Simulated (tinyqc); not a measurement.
## Doping from resistivity

Question. A uniform, uncompensated and fully ionised sample has rho = 1/(q N mu), mu = m1 + (m2 (T/300 K)^(-bt) - m1)/(1 + (N/Nr)^am). Find N, mu and the diffusion coefficient mu Vt.

Values chosen for this exercise:

| symbol | value | unit | meaning |
|---|---|---|---|
| T | 300 | K | temperature |
| m1 | 54.8 | cm^2/(V s) | mobility limit at high doping |
| m2 | 990 | cm^2/(V s) | mobility limit at low doping, at 300 K |
| Nr | 1.95e17 | cm^-3 | reference doping of the mobility law |
| am | 0.722 |  | exponent of the mobility law |
| bt | 2 |  | temperature exponent of m2 |

Constants: q = 1.602176634e-19 C, kB = 1.380649e-23 J/K, Vt = kB T/q. Results are converted to the units shown.

resistivity = 0.0019397551 ohm cm

Answer. With am below 1 the product N mu rises steadily with N, so one doping matches; it is found by iterating N = 1/(q rho mu(N)).

N = 4.40e19 cm^-3
mu = 73.1 cm^2/(V s)
diffusion coefficient = 1.89 cm^2/s

Computed by the program tinyqc: `OMP_NUM_THREADS=1 python tinyqc.py 2110113 2110114 out.jsonl`, one thread of a shared Intel Xeon 2.30GHz, about 0.01 s for the whole run.
